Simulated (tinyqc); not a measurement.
Inside a calculation. Model: non-radiative capture by multiphonon emission, one effective mode. Computed by tinyqc, a small Python program that keeps every step. Command: `OMP_NUM_THREADS=1 python tinyqc.py 3008183 3008184 out.jsonl capture walk`. One thread of a shared host (Intel(R) Xeon(R) Processor @ 2.30GHz), about 0.01 s of CPU time with the checks. Intermediate numbers are printed to about 7 digits and carried at full precision; extremes and crossings named in words are read from the listed rows.

The initial state (free carrier plus empty centre) lies dE above the final state; both have the same frequency and are displaced by dQ.

Inputs (values chosen for the exercise, with mass, screening and phonons like those of GaSb):

| quantity | value | unit |
|---|---|---|
| energy released dE | 0.419 | eV |
| phonon energy hbar omega | 20.3 | meV |
| Huang-Rhys factor S | 5.75 | - |
| electron-phonon coupling W | 0.0057 | eV/(u^(1/2) angstrom) |
| cell volume V | 1740 | angstrom^3 |
| degeneracy g | 2 | - |
| broadening b | 11 | meV |
| carrier mass m | 0.408 | m_0 |
| temperature T | 200 | K |
| defect density N_t | 9e+16 | cm^-3 |

Centre: neutral.

Constants: hbar^2/u = 4.18015928e-03 eV angstrom^2; k_B = 8.617333262e-05 eV/K; hbar = 6.582119569e-16 eV s; k_B = 1.380649e-23 J/K; m_0 = 9.1093837015e-31 kg.

## Geometry of the two curves

dQ = sqrt(2 S (hbar^2/u)/hbar omega); relaxation energy lambda = S hbar omega; phonons needed P = dE/hbar omega; classical barrier E_b = (dE - lambda)^2/(4 lambda); occupation n = 1/(exp(hbar omega/k_B T) - 1).

dQ = 1.538854 u^(1/2) angstrom

lambda = 0.116725 eV

P = 20.64039

classical barrier E_b = 0.1956954 eV

occupation n = 0.4449561

dE exceeds lambda: the inverted case usual for deep centres, in which the curves cross on the far side of the initial minimum.

## Phonon weights near resonance

Huang-Rhys weight for a net emission of p phonons: L_p = exp(-S (2n + 1)) ((n + 1)/n)^(p/2) I_p(2 S sqrt(n (n + 1))), I_p the modified Bessel function. M_p = sum_m w_m <m_i|Q|(m + p)_f>^2 with Q counted from the final minimum and Boltzmann weights w_m for m = 0..24; <m_i|Q|k_f> = sqrt((hbar^2/u)/(2 hbar omega)) [sqrt(k) <m|k-1> + sqrt(k+1) <m|k+1>], with overlaps of oscillators displaced by d = sqrt(2 S) summed on 1500 points from -16 to 16 + d. The delta function is a Gaussian of standard deviation b at dE - p hbar omega.

Weights:

| p | L_p | M_p (u angstrom^2) | Gaussian (1/eV) |
|---|---|---|---|
| 18 | 3.153330e-04 | 0.003184899 | 2.533309e-04 |
| 19 | 1.309073e-04 | 0.001435864 | 3.711056e-01 |
| 20 | 5.186815e-05 | 0.000615821 | 1.803969e+01 |
| 21 | 1.965223e-05 | 0.000251802 | 2.909932e+01 |
| 22 | 7.132939e-06 | 0.000098354 | 1.557610e+00 |
| 23 | 2.484206e-06 | 0.000036767 | 2.766668e-03 |
| 24 | 8.314506e-07 | 0.000013177 | 1.630713e-07 |

## Capture coefficient before scaling

C_0 = V (2 pi/hbar) g W^2 sum_p M_p Gaussian_p. The sum runs over the seven p from round(P) - 3 to round(P) + 3; 1 angstrom^3 = 1e-24 cm^3.

sum_p M_p Gaussian_p = 0.01912343 u angstrom^2/eV

C_0 = 2.063996e-11 cm^3/s

Caution: the largest term is not the one nearest energy conservation, so C_0 depends strongly on the broadening b.

## Scaled coefficient, cross-section and lifetime

For a neutral centre the Sommerfeld factor is 1. C = s C_0; v = sqrt(3 k_B T/m); sigma = C/v; tau = 1/(C N_t).

Sommerfeld factor s = 1

capture coefficient C = 2.063996e-11 cm^3/s

thermal velocity v = 1.492941e+07 cm/s

cross-section sigma = 1.382503e-18 cm^2

capture time = 5.383301e-07 s

## Quantum against classical capture

C_0 = V (2 pi/hbar) g W^2 sum_p M_p Gaussian_p. Here the sum runs over all p. Classical (Marcus) form: replace the sum by Q_c^2 exp(-E_b/k_B T)/sqrt(4 pi lambda k_B T), Q_c = dQ (dE + lambda)/(2 lambda). The last column is -k_B d ln C_0/d(1/T) from this row and the one above.

Against temperature:

| T (K) | C_0, quantum (cm^3/s) | C_0, classical (cm^3/s) | Sommerfeld factor | activation energy (eV) |
|---|---|---|---|---|
| 19 | 7.317004e-13 | 3.390723e-59 | 1 | - |
| 35 | 7.407491e-13 | 1.340390e-35 | 1 | 4.402033e-05 |
| 59 | 8.858153e-13 | 2.995302e-24 | 1 | 1.326057e-03 |
| 94 | 1.719910e-12 | 3.976076e-18 | 1 | 9.060200e-03 |
| 140 | 5.302909e-12 | 9.127936e-15 | 1 | 2.775895e-02 |
| 210 | 2.522830e-11 | 1.661760e-12 | 1 | 5.645031e-02 |
| 330 | 1.635410e-10 | 6.764454e-11 | 1 | 9.301582e-02 |
| 520 | 8.350968e-10 | 6.660431e-10 | 1 | 1.268975e-01 |

At 19.0 K the quantum value is 2.2e46 times the classical one: C_0 comes from tunnelling out of the lowest level and hardly depends on T. At 520 K the ratio is 1.3. The largest apparent activation energy is 0.127 eV against the classical barrier of 0.196 eV, so an Arrhenius fit understates the barrier, through tunnelling and the broadening b at low T and the T^(-1/2) prefactor at high T.

Checks made by the program: Bessel formula against the sum over overlaps (relative difference below 1e-10).
